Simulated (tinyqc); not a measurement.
Thinning the body: Gamma, L and X subbands of a thin body with non-parabolic valleys.

Hard walls, flat band, c = hbar^2/2m0, energies from the bulk Gamma edge. For a valley at angle theta to the normal 1/m_z = cos^2/ml + sin^2/mt and m_d = sqrt(ml mt^2/m_z). Subband n starts at E_v + e with e (1 + a e) = c (n pi/t)^2/m_z, and its density-of-states mass is taken as m_d (1 + 2 a e), without further growth at higher in-plane energy. Groups are named by valley and degeneracy.

n_i = g m/(2 pi c) kB T ln(1 + exp((EF - E_i)/kB T)), sum n_i = Ns (1e12/cm^2 = 1e-4/angstrom^2), c = hbar^2/2m0. Quantum capacitance Cq = 1602.176634 sum g m/(2 pi c) f_i in microfarad/cm^2 with f_i = 1/(1 + exp((E_i - EF)/kB T)); Cox = 34.5313/eot (one gate); C/Cox = Cq/(Cq + Cox), the centroid term left out.

Constants: hbar^2/2m0 = 3.80998211 eV angstrom^2; kB = 8.617333262e-05 eV/K.

Inputs chosen for the exercise (near those of a thin InAs channel; shifted at random, so the results belong to these values and not to a real crystal):

| symbol | value | unit | meaning |
|---|---|---|---|
| face | 110 |  | surface |
| mG | 0.0264 | m0 | Gamma mass |
| aG | 2.24 | 1/eV | Gamma non-parabolicity |
| EL | 0.727 | eV | L edge above Gamma |
| mL | (0.648, 0.049) | m0 | L valleys (four, along <111>): ml, mt |
| EX | 1.027 | eV | X edge above Gamma |
| mX | (1.09, 0.158) | m0 | X valleys (three, along <100>): ml, mt |
| aS | 0.51 | 1/eV | non-parabolicity of L and X |
| Ns | 2.8 | x 1e12/cm^2 | sheet density |
| T | 300 | K | temperature |
| eot | 9 | angstrom | equivalent oxide thickness |
| ts | (20, 26, 34, 45, 60, 85, 130) | angstrom | thicknesses |

Lowest edge of each valley type, the lowest group, the Gamma share and C/Cox, with n = 1 to 8 of all groups.

Results:

| t (angstrom) | Gamma (eV) | L (eV) | X (eV) | lowest | Gamma share (%) | C/Cox |
|---|---|---|---|---|---|---|
| 20 | 1.057 | 1.297 | 1.323 | G1 | 99.9 | 0.684 |
| 34 | 0.551 | 0.955 | 1.139 | G1 | 100.0 | 0.601 |
| 45 | 0.380 | 0.863 | 1.092 | G1 | 100.0 | 0.548 |
| 60 | 0.253 | 0.806 | 1.064 | G1 | 100.0 | 0.493 |
| 85 | 0.148 | 0.767 | 1.046 | G1 | 100.0 | 0.439 |
| 130 | 0.073 | 0.744 | 1.035 | G1 | 100.0 | 0.531 |

Give the missing row, t (angstrom) = 26.

Computed row:
```
t (angstrom)  Gamma (eV)  L (eV)  X (eV)  lowest  Gamma share (%)  C/Cox
26                 0.772   1.094   1.211      G1            100.0  0.646
```

From 130 down to 20 angstrom Gamma rises by 0.98 eV, L by 0.55 and X by 0.29 eV, the light Gamma mass moving most. G1 stays lowest throughout. The Gamma share stays near 100 %. C/Cox is 0.53 and 0.68 at the ends and lies between 0.44 and 0.68. Hard walls overstate the rise in the thinnest rows.

Computed by tinyqc, a small Python program: `OMP_NUM_THREADS=1 python tinyqc.py 1251121 1251122 out.jsonl` (the numbers bound the seed that draws the inputs); one thread of a shared host (Intel(R) Xeon(R) Processor @ 2.30GHz), about 0.04 s for the whole set of steps.
